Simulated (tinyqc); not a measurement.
Capacitance measurement on a leaky thin oxide: effects of series resistance and leakage: one step of the calculation.

The device is a capacitance C in parallel with a leakage conductance G, in series with Rs and Ls. An impedance meter reports either a parallel pair (Cp, Gp) from Y = 1/Z = Gp + i w Cp or a series pair (Cs, Rm) from Z = Rm + 1/(i w Cs); w = 2 pi f, dissipation D = Gp/(w |Cp|).

Problem. True capacitance and conductance. EOT = 3.9 tox/eox; CET = EOT + zc + zp; C = 3.9 eps0 A/CET; G = Jg A/Vs.

Inputs (values chosen for the exercise); values of the order met in thin-oxide MOS capacitors: relative permittivity of the gate insulator (close to silicon dioxide) eox = 3.9; insulator thickness tox = 1 nm; gate area A = 2500 um^2; oxide-equivalent thickness added by the accumulation layer zc = 0.38 nm; oxide-equivalent thickness added by gate depletion zp = 0 nm; gate leakage current density, not matched to the thickness Jg = 0.00026 A/cm^2; voltage for an e-fold rise of the leakage Vs = 0.35 V.

Constants: eps0 = 8.8541878128e-14 F/cm where lengths are in cm. Results are converted to the units shown.

Wanted: EOT; CET; C; G.

Solution.

EOT = 1.0000 nm
CET = 1.3800 nm
C = 62.557 pF
G = 0.018571 uS

Program tinyqc, `OMP_NUM_THREADS=1 python tinyqc.py 2022147 2022148 out.jsonl`; Intel Xeon 2.30GHz, shared host, one thread, about 0.01 s.
